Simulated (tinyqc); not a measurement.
From results back to parameters: recursion (Haydock) method for the local density of states: impurity site of a cubic lattice. Two cases, with inputs chosen for the exercise.

Problem. A local density has moments mu1 = a0, mu2 = a0^2 + b1^2 and, for a1 = a2 = 0, mu4 = a0^4 + 3 a0^2 b1^2 + b1^4 + b1^2 b2^2; b1^2 = (number of neighbours) t^2. The moments come from a hidden site.

Case 1.

Values chosen: t = 0.76 eV (hopping).

mu1, mu2, mu4 (eV^n): 2.00000  7.46560  87.61316

Case 2.

Values chosen: t = 0.99 eV (hopping).

mu1, mu2, mu4 (eV^n): 4.30000  24.37060  754.53062

Find: a0, b1, b2; neighbours.

Solution. Take the moments in turn: mu1 gives a0, mu2 gives b1, mu4 gives b2.

Case 1.

a0, b1, b2 (eV): 2.000  1.862  2.280

neighbours = 6

Case 2.

a0, b1, b2 (eV): 4.300  2.425  2.970

neighbours = 6

Computed by tinyqc, one run a case: `OMP_NUM_THREADS=1 python tinyqc.py N N+1 out.jsonl` with N = 1450177, 1450574; one thread of a shared Intel(R) Xeon(R) Processor @ 2.30GHz, about 0.2 s a run at most.
